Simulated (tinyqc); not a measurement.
# Worked calculation: hot electrons in a saturated n-channel MOSFET, lucky-electron model

Numbers from tinyqc (`OMP_NUM_THREADS=1 python tinyqc.py 2550174 2550175 out.jsonl`; about 0.01 s on one thread of a shared Intel Xeon 2.30GHz). Printed values are rounded.

Beyond pinch-off the lateral field grows as Esat cosh(y/l) over the velocity-saturated region (pseudo-two-dimensional model). Impact ionisation in this region gives the substrate current, which biases the body forward through Rsub. Currents are per width. Local-field laws: they overstate ionisation when the field peak is narrower than an energy relaxation length.

Inputs (values chosen for the exercise); values close to those of silicon n-channel devices:
```
symbol,value,unit,meaning
L,0.8,um,channel length
tox,20,nm,oxide thickness
xj,260,nm,junction depth
VT,0.73,V,threshold
mu,270,cm^2/(V s),effective mobility
vs,9.7e6,cm/s,saturation velocity
Ai,2e6,1/cm,ionisation prefactor
Bi,1.81,MV/cm,ionisation field
Rd,700,ohm um,resistance of the lightly doped drain
Rsub,3500,ohm um,substrate resistance
kb,0.3,,fall of VT per volt of forward body bias
lm,7.5,nm,hot-electron mean free path
pb,3.2,V,oxide barrier
Cg,0.0012,,prefactor of the gate current
m,3.3,,lifetime exponent
Hl,1700,s uA/um,lifetime constant
Vd,4.5,V,drain voltage
Vg,1.9,V,gate voltage
```

Constants: eps0 = 8.8541878128e-14 F/cm where lengths are in cm. Results are converted to the units shown.

## Length and field scales

Cox = 3.9 eps0/tox, l = sqrt(3 tox xj), Esat = 2 vs/mu.

Cox = 0.172657 uF/cm^2
l = 124.900 nm
Esat = 0.0718519 MV/cm
Esat L = 5.74815 V

## Iteration 1: body bias from the substrate current

Vb at the start = 0 V

Cox = 3.9 eps0/tox. Overdrive g = Vg - VT + kb Vb; Vdsat = g Esat L/(g + Esat L); Id = Cox vs (g - Vdsat); dV = Vd - Id Rd - Vdsat; Em = sqrt((dV/l)^2 + Esat^2); Isub = Id (Ai/Bi) l Em exp(-Bi/Em). Vb(new) = Rsub Isub.

Vdsat = 0.972129 V
Id = 33.1388 uA/um
dV = 3.50467 V
Em = 0.289652 MV/cm
Isub = 0.256019 uA/um
Vb after iteration 1 = 8.96067e-4 V

## Iteration 2: body bias from the substrate current

As before.

Vdsat = 0.972315 V
Id = 33.1528 uA/um
dV = 3.50448 V
Em = 0.289637 MV/cm
Isub = 0.256030 uA/um
Vb after iteration 2 = 8.96104e-4 V

## Course of the iteration: body bias from the substrate current

Stop when Vb changes by less than 1e-9 V, or after 60 iterations.

Course of the iteration:
```
iteration      Vb (V)  |change| (V)
1          8.96067e-4       8.96e-4
2          8.96104e-4       3.71e-8
3          8.96104e-4      1.54e-12
```

Converged in 3 iterations. The change falls from 9.0e-4 in the first iteration to below the tolerance in the last.

## Gate current, lifetime and channel shortening

Id = 33.1528 uA/um
dV = 3.50448 V
Em = 0.289637 MV/cm
Isub = 0.256030 uA/um

Ig = Cg Id exp(-pb/(lm Em)); lifetime tau = (Hl/Id)(Isub/Id)^(-m); length of the saturated region dL = l ln[(dV/l + Em)/Esat]. 1 year = 3.15576e7 s.

Isub/Id = 0.00772273
Ig = 0.0159245 pA/um
tau = 15.1769 years
dL = 258.720 nm

The lifetime exceeds ten years. Integrating Ai exp(-Bi/E) over the cosh profile gives Isub/Id = 0.00706, so the closed form is 9.4 % above it.
